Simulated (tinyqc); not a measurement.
Inside a calculation. Method: LDA (VWN5) atom on a uniform radial grid, spin-unpolarised, for Be(2+). Computed by tinyqc, a small Python program that keeps every step. Settings: Z = 4, points = 128, R = 7.6, functional = lda,vwn, mixing = 0.2, iteration cap = 54. Command: `OMP_NUM_THREADS=1 python tinyqc.py 31965 31966 out.jsonl` (the two numbers bound the seeds that draw the settings). One thread of a shared host (Intel(R) Xeon(R) Processor @ 2.60GHz), about 0.1 s of CPU time with the checks. Later iterations appear only in the table of the cycle.

## Iteration 1

Spherical atom on a uniform radial grid r_j = j h with h = R/(N + 1), h sum u^2 = 1 and integrals as h times sums, u(0) = u(R) = 0 (atomic units):
```
parameter           value
Z                       4
points N              128
R                7.600000
h                0.058915
mixing           0.200000
electrons in 1s         2
```

Three-point differences turn -u''/2 + [l(l+1)/2r^2 - Z/r + V] u = e u into a tridiagonal matrix (diagonal 1/h^2 + potential, off-diagonal -1/2h^2). D = sum f u^2; the Hartree potential y/r solves y'' = -D/r with y(0) = 0, y(R) = N_e; v_xc comes from rho = D/(4 pi r^2); E = sum f e - int D V + int D (V_H/2 + eps_xc); V(new) = V + mixing (V_H + v_xc - V).

eigenvalues (hartree): 1s -7.891911

Every 8th grid point:
```
r             V in     u(1s)         D       V_H       v_xc
0.471318  0.000000  1.148677  2.638915  3.956651  -1.045916
0.942636  0.000000  0.354699  0.251623  2.116080  -0.327708
1.413953  0.000000  0.082145  0.013496  1.414349  -0.106488
1.885271  0.000000  0.016910  0.000572  1.060852  -0.034770
2.356589  0.000000  0.003264  0.000021  0.848684  -0.011029
2.827907  0.000000  0.000605  7.31e-07  0.707237  -0.003373
3.299225  0.000000  0.000109  2.37e-08  0.606203  -0.001005
3.770543  0.000000  0.000019  7.39e-10  0.530428  -0.000295
4.241860  0.000000  3.34e-06  2.23e-11  0.471491  -0.000086
4.713178  0.000000  5.73e-07         0  0.424342  -0.000025
5.184496  0.000000  9.73e-08         0  0.385766   0.000000
5.655814  0.000000  1.64e-08         0  0.353618   0.000000
6.127132  0.000000  2.74e-09         0  0.326417   0.000000
6.598450  0.000000  4.55e-10         0  0.303102   0.000000
7.069767  0.000000  7.41e-11         0  0.282895   0.000000
7.541085  0.000000         0         0  0.265214   0.000000
```

total energy = -13.09193918 hartree

## Iteration 2

As before.

eigenvalues (hartree): 1s -7.201113

Every 8th grid point:
```
r             V in     u(1s)         D       V_H       v_xc
0.471318  0.582147  1.154035  2.663592  3.934001  -1.049000
0.942636  0.357674  0.375528  0.282043  2.114907  -0.339319
1.413953  0.261572  0.092523  0.017121  1.414303  -0.114323
1.885271  0.205217  0.020364  0.000829  1.060851  -0.038901
2.356589  0.167531  0.004216  0.000036  0.848684  -0.012937
2.827907  0.140773  0.000840  1.41e-06  0.707237  -0.004164
3.299225  0.121040  0.000163  5.31e-08  0.606203  -0.001307
3.770543  0.106027  0.000031  1.92e-09  0.530428  -0.000404
4.241860  0.094281  0.000006  6.75e-11  0.471491  -0.000124
4.713178  0.084863  1.08e-06         0  0.424342  -0.000038
5.184496  0.077153  1.98e-07         0  0.385766   0.000000
5.655814  0.070724  3.60e-08         0  0.353618   0.000000
6.127132  0.065283  6.51e-09         0  0.326417   0.000000
6.598450  0.060620  1.17e-09         0  0.303102   0.000000
7.069767  0.056579  2.05e-10         0  0.282895   0.000000
7.541085  0.053043  1.31e-11         0  0.265214   0.000000
```

total energy = -13.14692128 hartree

## Iteration 3

As before.

eigenvalues (hartree): 1s -6.662095

Every 8th grid point:
```
r             V in     u(1s)         D       V_H       v_xc
0.471318  1.042718  1.157511  2.679665  3.914505  -1.050998
0.942636  0.641257  0.392762  0.308524  2.113788  -0.348746
1.413953  0.469254  0.101705  0.020688  1.414253  -0.120967
1.885271  0.368563  0.023625  0.001116  1.060849  -0.042543
2.356589  0.301174  0.005176  0.000054  0.848684  -0.014695
2.827907  0.253233  0.001093  2.39e-06  0.707237  -0.004928
3.299225  0.217811  0.000225  1.01e-07  0.606203  -0.001613
3.770543  0.190826  0.000046  4.15e-09  0.530428  -0.000520
4.241860  0.169698  0.000009  1.65e-10  0.471491  -0.000166
4.713178  0.152752  1.79e-06         0  0.424342  -0.000053
5.184496  0.138876  3.50e-07         0  0.385766   0.000000
5.655814  0.127303  6.80e-08         0  0.353618   0.000000
6.127132  0.117510  1.31e-08         0  0.326417   0.000000
6.598450  0.109117  2.51e-09         0  0.303102   0.000000
7.069767  0.101842  4.69e-10         0  0.282895   0.000000
7.541085  0.095477  3.10e-11         0  0.265214   0.000000
```

total energy = -13.18231520 hartree

## Convergence

Stop when input and output potentials agree to 1e-7.

Course of the cycle (hartree):
```
iteration             E      e(1s)  largest |V(out) - V(in)|
1          -13.09193918  -7.891911                  4.80e+00
2          -13.14692128  -7.201113                  3.74e+00
3          -13.18231520  -6.662095                  2.90e+00
4          -13.20477566  -6.241180                  2.25e+00
5          -13.21885188  -5.912247                  1.75e+00
6          -13.22757982  -5.655016                  1.36e+00
7          -13.23294311  -5.453728                  1.05e+00
8          -13.23621438  -5.296122                  8.13e-01
9          -13.23819755  -5.172650                  6.29e-01
10         -13.23939394  -5.075870                  4.89e-01
11         -13.24011289  -4.999973                  3.80e-01
...                 ...        ...                       ...
44         -13.24118084  -4.721685                  1.36e-04
45         -13.24118084  -4.721661                  1.08e-04
46         -13.24118084  -4.721641                  8.59e-05
47         -13.24118084  -4.721626                  6.83e-05
48         -13.24118084  -4.721614                  5.43e-05
49         -13.24118084  -4.721604                  4.32e-05
50         -13.24118084  -4.721596                  3.43e-05
51         -13.24118084  -4.721590                  2.73e-05
52         -13.24118084  -4.721585                  2.17e-05
53         -13.24118084  -4.721581                  1.73e-05
54         -13.24118084  -4.721578                  1.37e-05
```

Not converged within 54 iterations: the residual falls steadily but slowly, by a factor of about 0.79 a step. Reruns (cap 100 unless said): mixing 0.3: converged in 48; mixing 0.6: converged in 20; the original settings with a cap of 400: converged in 76. Even converged, this uniform grid resolves the cusp poorly and misses the energy of the atom.
